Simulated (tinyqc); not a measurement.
Stark shift: graded (staircase) quantum well by finite differences.

Finite differences on points z_i at the centres of cells of width h: H_ii = (c/h^2)(1/m_(i-1/2) + 1/m_(i+1/2)) + V_i, H_(i,i+1) = -(c/h^2)/m_(i+1/2), where m_(i+1/2) is the mean of the masses at the two points (the end values are repeated outwards), psi = 0 on the points beyond both ends, c = hbar^2/2m0. The field adds e F (z - z0) with z0 the middle of the structure; 1 kV/cm = 1e-5 eV/angstrom.

Constants: hbar^2/2m0 = 3.80998211 eV angstrom^2.

Inputs chosen for the exercise (out of a larger set: near those of an InGaAs well in InAlAs; not measured data): layers = ((72, 0.539, 0.0747), (18, 0.24, 0.0559), (18, 0.06, 0.0446), (18, 0, 0.0408), (18, 0.06, 0.0446), (18, 0.24, 0.0559), (72, 0.539, 0.0747)) (each layer: thickness in angstrom, band edge in eV, mass in m0); hf = 1.125 angstrom (cell width of the fine grid); Fs = (0, 16.7, 33.3, 50, 66.7, 83.3, 100) kV/cm (fields).

Fine grid. Perturbation theory: dE1 = e F z_11 - beta (e F)^2 with beta = sum_j z_1j^2/(E_j - E_1) over the 13 next levels at zero field, z from z0.

Levels against field:
```
F (kV/cm)  E1 (eV)  E2 (eV)  dE1 (meV)  second order (meV)  <z - z0> (angstrom)  E2 - E1 (meV)
0           0.1216   0.3658       0.00                0.00                  0.0          244.2
16.7        0.1215   0.3657      -0.04               -0.04                 -0.5          244.2
33.3        0.1214   0.3655      -0.16               -0.16                 -0.9          244.1
50.0        0.1212   0.3652      -0.35               -0.35                 -1.4          244.0
66.7        0.1209   0.3647      -0.63               -0.63                 -1.9          243.7
83.3        0.1206   0.3640      -0.98               -0.98                 -2.4          243.5
100         0.1202   0.3632      -1.42               -1.41                 -2.8          243.1
```

z_11 = 0.00 angstrom
beta = 1415 angstrom^2/eV

How do the results move, and what explains it?

At zero field the state is centred, so the shift starts as F^2; it turns linear only if the state is pulled to one side. At 100 kV/cm E1 has moved by -1.42 meV, where second order gives -1.41 meV; they differ by 0.1 % there. The electron moves by -2.8 angstrom, against the rise of the potential. E2 - E1 shrinks with the field; the ends are 244.2 and 243.1 meV.

(tinyqc, `OMP_NUM_THREADS=1 python tinyqc.py 1281123 1281124 out.jsonl`, Intel(R) Xeon(R) Processor @ 2.30GHz, 1 thread, shared host, about 0.02 s.)
